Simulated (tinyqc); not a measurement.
Surface orientation and number of bands: six-band hole subbands of a thin body in a field.

Basis X, Y, Z times spin, hole energies counted downwards from the unstrained edge (the hydrostatic shift is left out), c = hbar^2/2m0. For a symmetric tensor T let C(T) have C_XX = L Txx + M (Tyy + Tzz), C_XY = N Txy (cyclic), L = c (g1 + 4 g2), M = c (g1 - 2 g2), N = 6 c g3. k = q + kz n, n the unit normal, q = k1 u + k2 v with u along the channel [1-10] and v = n x u. H = C(k k^T) + (Dso/3)(1 - L.sigma) - B + e F z with (L_k)_ij = -i epsilon_kij; B is the block C built from the traceless strain with 2b, -b and sqrt(3) d in place of L, M, N. Strain: exx = eyy = (s11 + s12) sx/2, ezz = s12 sx, exy = -s44 sx/4. Hard walls at z = 0 and t; basis sin(j pi z/t), j = 1 to Nz: kz^2 = (j pi/t)^2, kz = -i D with D_jl = 4 j l/(t (j^2 - l^2)), z_jj = t/2 and z_jl = -8 t j l/(pi (j^2 - l^2))^2 for j + l odd; 1 MV/cm = 0.01 eV/angstrom.

Nz = 14. E1 is the top subband at q = 0, gap the distance to the next pair, and the masses are c q^2/(E(q) - E1) at |q| = 0.02 1/angstrom (mean of the spin pair) along the channel [1-10] and across it in the plane; a dash marks a band that does not rise.

Constants: hbar^2/2m0 = 3.80998211 eV angstrom^2.

Values chosen for the exercise (near those of a p-type Si channel; not measured data):
- g1 = 4.27 (Luttinger gamma1)
- g2 = 0.34 (gamma2)
- g3 = 1.44 (gamma3)
- Dso = 0.044 eV (spin-orbit splitting)
- b = -2.09 eV (tetragonal potential)
- d = -4.86 eV (trigonal potential)
- S = (7.73, -2.16, 12.44) 1/TPa (compliances s11, s12, s44)
- t = 60 angstrom (body thickness)
- F = 1.2 MV/cm (field across the body)
- sx = -0.5 GPa (stress along the channel [1-10], negative in compression)

Three faces, six bands; and four bands, with Dso set to 1000 eV.

Results:

| case | E1 (meV) | gap (meV) | m channel | m across |
|---|---|---|---|---|
| (001) 6 bands | 282.2 | 33.0 | 0.208 | 1.148 |
| (001) 4 bands | 286.7 | 46.0 | 0.252 | 0.422 |
| (110) 6 bands | 122.2 | 94.6 | 0.115 | 0.279 |
| (110) 4 bands | 223.8 | 145.8 | 0.150 | 0.316 |
| (111) 6 bands | 203.5 | 39.2 | 0.173 | 0.625 |
| (111) 4 bands | 208.9 | 157.7 | 0.186 | 0.197 |

What can be read from this table?

With six bands the top subband is shallowest on (110) (122.2 meV) and deepest on (001). Without the stress E1 would be 293.1, 140.3 and 213.6 meV, so the stress moves it by -10.9, -18.2 and -10.1 meV. The lightest channel mass is on (110) (0.115 m0). Dropping the split-off band moves E1 by 4.5, 101.6 and 5.4 meV and the gap by 13.0, 51.2 and 118.5 meV on the three faces, with Dso = 44 meV.

Computed by tinyqc, a small Python program: `OMP_NUM_THREADS=1 python tinyqc.py 1251573 1251574 out.jsonl` (the numbers bound the seed that draws the inputs); one thread of a shared host (Intel(R) Xeon(R) Processor @ 2.30GHz), about 0.4 s for the whole set of steps.
